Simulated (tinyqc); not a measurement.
The mobility curve: inversion-layer mobility, back-scattering and ballistic limit of a field-effect transistor. Computed by tinyqc, a small Python program. Command: `OMP_NUM_THREADS=1 python tinyqc.py 3031139 3031140 out.jsonl mos walk`. One thread of a shared host (Intel(R) Xeon(R) Processor @ 2.30GHz), about 0.01 s of CPU time with the checks.

The charge at the top of the source barrier is fixed by the gate; series resistance and short-channel effects are left out. F_j are Fermi integrals normalised to exp(eta) in the classical limit.

Inputs (values chosen for the exercise, modelled on a 4H-SiC n-channel):
```
quantity                                       value        unit
weight w of the inversion charge                 0.5           -
permittivity eps                                 9.7           -
phonon mobility at 1 MV/cm and 300 K, mu_ph       88  cm^2/(V s)
roughness mobility at 1 MV/cm, mu_sr              51  cm^2/(V s)
Coulomb mobility at N_inv = 1e12/cm^2, mu_C       30  cm^2/(V s)
electrical oxide thickness t_inv                 1.8          nm
depletion charge N_dep                       7.9e+11      1/cm^2
temperature T                                     77           K
```

Statistics at the top of the barrier: Fermi-Dirac.

Constants: eps_0 = 8.8541878128e-12 F/m; e = 1.602176634e-19 C.

Method. N_inv = 3.9 eps_0 (V_G - V_T)/(e t_inv); effective field E_eff = e (N_dep + w N_inv)/(eps eps_0). mu_phonon = mu_ph (E_eff/1 MV/cm)^(-0.3) (T/300 K)^(-1.75); mu_rough = mu_sr (E_eff/1 MV/cm)^(-2); mu_Coulomb = mu_C (N_inv/1e12 cm^-2) (T/300 K); Matthiessen's rule adds 1/mu.

Mobilities (cm^2/(V s)):
```
V_G - V_T (V)  N_inv (1/cm^2)  E_eff (MV/cm)  phonon  roughness  Coulomb   total
0.03               3.5921e+11         0.1809  1588.1     1558.8     2.77   2.756
0.06               7.1843e+11         0.2144  1509.1     1109.7     5.53   5.484
0.12               1.4369e+12         0.2814  1390.9      644.1    11.06  10.793
0.20               2.3948e+12         0.3707  1280.5      371.0    18.44  17.329
0.35               4.1908e+12         0.5383  1145.0      176.0    32.27  26.636
0.50               5.9869e+12         0.7058  1055.6      102.4    46.10  30.857
0.75               8.9803e+12         0.9850   955.1       52.6    69.15  28.958
1.00               1.1974e+13         1.2642   886.2       31.9    92.20  23.088
1.50               1.7961e+13         1.8226   794.1       15.4   138.30  13.582
```

What does the comparison show, and why?

The lowest part is Coulomb from 0.0300 to 0.500, roughness from 0.750 to 1.50 V. The total peaks at 31 near E_eff = 0.71 MV/cm: screening lifts it at low density and the field presses it down at high density.

Extremes, crossings and ranges named in words are read from the listed rows.
